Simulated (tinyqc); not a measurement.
Schottky barrier with interface states (Cowley-Sze model), image lowering and contact resistance: one step, computed by the program tinyqc. Command: `OMP_NUM_THREADS=1 python tinyqc.py 3021621 3021622 out.jsonl pinning walk`. One thread of a shared host (Intel(R) Xeon(R) Processor @ 2.30GHz), about 0.01 s of CPU time with the checks.

An n-type semiconductor under a metal. The barrier lies between the Schottky-Mott limit phi_M - chi and the Bardeen limit E_g - E_n, E_n being the neutrality level of the interface states; the space-charge term of the full Cowley-Sze expression is left out.

Question. Thermionic current. A* = 4 pi e m_e M_c k_B^2/h^3 (a simple valley count); J_s = A* T^2 exp(-phi/k_B T). J_0 uses phi_B; the reverse current uses phi_B less the image lowering, times 1 - exp(-V_r/k_B T).

Inputs (values chosen for the exercise, with gap, mass and screening modelled on GaN):
```
quantity           value  unit
electron mass m_e  0.204   m_0
valleys M_c            1     -
temperature T        350     K
reverse bias V_r     3.5     V
```

Pinning factor from: interface states.

barrier phi_B = 0.7514390 eV

image lowering = 0.1120026 eV

Constants: e = 1.602176634e-19 C; m_0 = 9.1093837015e-31 kg; k_B = 1.380649e-23 J/K; h = 6.62607015e-34 J s; k_B = 8.617333262e-05 eV/K.

Give: Richardson constant A*; J_0; thermionic reverse current.

Answer.

Richardson constant A* = 24.52 A cm^-2 K^-2

J_0 = 4.543e-05 A/cm^2

thermionic reverse current = 0.001862 A/cm^2

Image lowering raises the reverse current by a factor 41.0.
